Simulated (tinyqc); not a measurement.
From a target wavelength to the width: optical transitions of a finite quantum well. Three cases, with inputs chosen for the exercise.

Problem. Which width puts the e1-hh1 edge, hc/(Eg + e1 + hh1), at the wavelength below?

Each carrier sees a square well of width L with its own depth V and masses m (inside), mb (outside); c = hbar^2/2m0, k = sqrt(m E/c), kappa = sqrt(mb (V - E)/c), and level n solves k L + 2 atan[(k/m)/(kappa/mb)] = n pi. The envelope is cos(kz) for odd n and sin(kz) for even n inside, joins exp(-kappa (|z| - L/2)) outside, and is normalised to 1. Excitons and band mixing are left out.

Constants: hbar^2/2m0 = 3.80998211 eV angstrom^2; hc = 1239.841984 eV nm.

Find: e1 + hh1 needed; L; e1; hh1.

Method. Both confinement energies fall steadily with L, so their sum meets the target once; bisection in L finds it.

Case 1.

Values chosen (near those of an InGaAs well in InAlAs; shifted at random, so the results belong to these values and not to a real crystal): Eg = 0.808 eV (gap of the well); Vc = 0.513 eV (conduction offset); Vv = 0.211 eV (valence offset); me = 0.0419 m0 (electron, well); meb = 0.0728 m0 (electron, barrier); mh = 0.375 m0 (heavy hole along z, well); mhb = 0.414 m0 (heavy hole, barrier).

edge wavelength = 1377.489 nm

Solution.

e1 + hh1 needed = 92.1 meV
L = 72.0 angstrom
e1 = 78.7 meV
hh1 = 13.3 meV

Case 2.

Values chosen (near those of an InGaAs well in InP; shifted at random, so the results belong to these values and not to a real crystal): Eg = 0.821 eV (gap of the well); Vc = 0.236 eV (conduction offset); Vv = 0.322 eV (valence offset); me = 0.0417 m0 (electron, well); meb = 0.0833 m0 (electron, barrier); mh = 0.398 m0 (heavy hole along z, well); mhb = 0.519 m0 (heavy hole, barrier).

edge wavelength = 1479.719 nm

Solution.

e1 + hh1 needed = 16.9 meV
L = 193.0 angstrom
e1 = 14.7 meV
hh1 = 2.2 meV

Case 3.

Values chosen (near those of a GaAs well in AlGaAs; shifted at random, so the results belong to these values and not to a real crystal): Eg = 1.505 eV (gap of the well); Vc = 0.211 eV (conduction offset); Vv = 0.113 eV (valence offset); me = 0.0671 m0 (electron, well); meb = 0.0886 m0 (electron, barrier); mh = 0.343 m0 (heavy hole along z, well); mhb = 0.416 m0 (heavy hole, barrier).

edge wavelength = 794.615 nm

Solution.

e1 + hh1 needed = 55.3 meV
L = 75.0 angstrom
e1 = 43.7 meV
hh1 = 11.6 meV

Computed by tinyqc, one run a case: `OMP_NUM_THREADS=1 python tinyqc.py N N+1 out.jsonl` with N = 1281634, 1281640, 1281645; one thread of a shared Intel(R) Xeon(R) Processor @ 2.30GHz, about 0.1 s a run at most.
